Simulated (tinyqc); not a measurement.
Optical gain and spontaneous emission in a bulk direct-gap semiconductor: one step. Absorption of the empty crystal. Four cases, with inputs chosen for the exercise.

Question. Evaluate at E for heavy and light holes.

Parabolic bands, vertical transitions, no excitons. For each hole band j: mr = me mj/(me + mj); joint density of states J_j(E) = (mr/c)^(3/2) sqrt(E - Eg)/(2 pi^2), both spins, c = hbar^2/2m0; averaged matrix element |e.p|^2 = m0 Ep/6; alpha_j(E) = 4 pi^2 alpha_f c Ep J_j/(3 nr E) in 1/angstrom (alpha_f the fine-structure constant, listed as alpha among the constants), times 1e8 for 1/cm.

Constants: hbar^2/2m0 = 3.80998211 eV angstrom^2; fine-structure constant alpha = 0.007297352564.

Give: mr, J and alpha of each hole band.

Case 1.

Values chosen (near those of GaAs; not measured data): Eg = 1.448 eV (direct gap); me = 0.0661 m0 (electron mass); mhh = 0.512 m0 (heavy-hole mass); mlh = 0.0812 m0 (light-hole mass); Ep = 26.2 eV (Kane energy); nr = 3.62 (refractive index); E = 1.47 eV (photon energy).

Answer.

mr, J and alpha of each hole band:
```
hole,mr (m0),J (1/(eV angstrom^3)),alpha (1/cm)
heavy,0.05854,1.431e-05,2578.1
light,0.03644,7.028e-06,1266.0
```

The heavy-hole band gives 67 % of the total, 3844 1/cm.

Case 2.

Values chosen (near those of InGaAs; not measured data): Eg = 0.752 eV (direct gap); me = 0.0406 m0 (electron mass); mhh = 0.455 m0 (heavy-hole mass); mlh = 0.0543 m0 (light-hole mass); Ep = 23 eV (Kane energy); nr = 3.55 (refractive index); E = 0.79 eV (photon energy).

Answer.

mr, J and alpha of each hole band:
```
hole,mr (m0),J (1/(eV angstrom^3)),alpha (1/cm)
heavy,0.03727,9.556e-06,2867.4
light,0.02323,4.702e-06,1410.8
```

The heavy-hole band gives 67 % of the total, 4278 1/cm.

Case 3.

Values chosen (near those of InP; not measured data): Eg = 1.304 eV (direct gap); me = 0.0791 m0 (electron mass); mhh = 0.598 m0 (heavy-hole mass); mlh = 0.0915 m0 (light-hole mass); Ep = 20.3 eV (Kane energy); nr = 3.39 (refractive index); E = 1.372 eV (photon energy).

Answer.

mr, J and alpha of each hole band:
```
hole,mr (m0),J (1/(eV angstrom^3)),alpha (1/cm)
heavy,0.06986,3.280e-05,5237.8
light,0.04242,1.552e-05,2478.8
```

The heavy-hole band gives 68 % of the total, 7717 1/cm.

Case 4.

Values chosen (near those of InGaAs; not measured data): Eg = 0.73 eV (direct gap); me = 0.0421 m0 (electron mass); mhh = 0.45 m0 (heavy-hole mass); mlh = 0.0508 m0 (light-hole mass); Ep = 22.5 eV (Kane energy); nr = 3.51 (refractive index); E = 0.84 eV (photon energy).

Answer.

mr, J and alpha of each hole band:
```
hole,mr (m0),J (1/(eV angstrom^3)),alpha (1/cm)
heavy,0.03850,1.707e-05,4765.0
light,0.02302,7.892e-06,2203.4
```

The heavy-hole band gives 68 % of the total, 6968 1/cm.

Computed by tinyqc, one run a case: `OMP_NUM_THREADS=1 python tinyqc.py N N+1 out.jsonl` with N = 1652618, 1652622, 1652725, 1652729; one thread of a shared Intel(R) Xeon(R) Processor @ 2.30GHz, about 0.1 s a run at most.
